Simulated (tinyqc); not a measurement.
Film, cylinder and sphere at the same misfit: thermal stress, cracking, delamination and buckling of a thin film; Griffith cracks and misfitting inclusions. Computed by tinyqc, a small Python program. Command: `OMP_NUM_THREADS=1 python tinyqc.py 3023440 3023441 out.jsonl filmcrack walk`. One thread of a shared host (Intel(R) Xeon(R) Processor @ 2.30GHz), about 0.01 s of CPU time with the checks.

Isotropic linear elasticity; the substrate is much thicker than the film; stress is positive in tension.

Inputs (values chosen for the exercise, modelled on a GaN film on silicon):
```
quantity,value,unit
film Young's modulus E,313,GPa
film Poisson ratio nu,0.19,-
film expansion alpha_f,5.37,1e-6/K
substrate expansion alpha_s,3.4,1e-6/K
deposition temperature T_d,1125,K
final temperature T,300,K
intrinsic stress,780,MPa
film thickness h,0.29,micrometre
substrate Young's modulus E_s,139,GPa
substrate Poisson ratio nu_s,0.24,-
```

Method. Thermal strain = (alpha_f - alpha_s)(T_d - T); stress = E/(1 - nu) x strain + intrinsic stress; plane-strain modulus Ebar = E/(1 - nu^2); G0 = stress^2 h/(2 Ebar) is the energy freed per area when a long strip loses its stress across its width. Thermal misfit e alone, mean stress = trace/3 and largest difference of principal stresses inside. Film: E e/(1 - nu) in two directions, 0 in the third. Cylinder: s0 = (1 + nu) e/[(1 + nu)(1 - 2 nu)/E + (1 + nu_s)/E_s] twice and s_zz = E e + 2 nu s0. Sphere: e/[(1 - 2 nu)/E + (1 + nu_s)/(2 E_s)] three times.

thermal strain = 0.00162525

Stresses inside (MPa):
```
shape,s1,s2,s3,mean,largest difference
film,628.03,628.03,0.00,418.69,628.03
cylinder,171.49,171.49,573.87,305.61,402.38
sphere,252.32,252.32,252.32,252.32,0.00
```

The mean stress in size is 419 MPa in the film, 306 in the cylinder and 252 in the sphere, while the largest difference, twice the largest shear stress, goes from 628 through 402 to 0. In a ductile solid shear can relax by slip and hydrostatic stress cannot.

Extremes, crossings and ranges named in words are read from the listed rows.
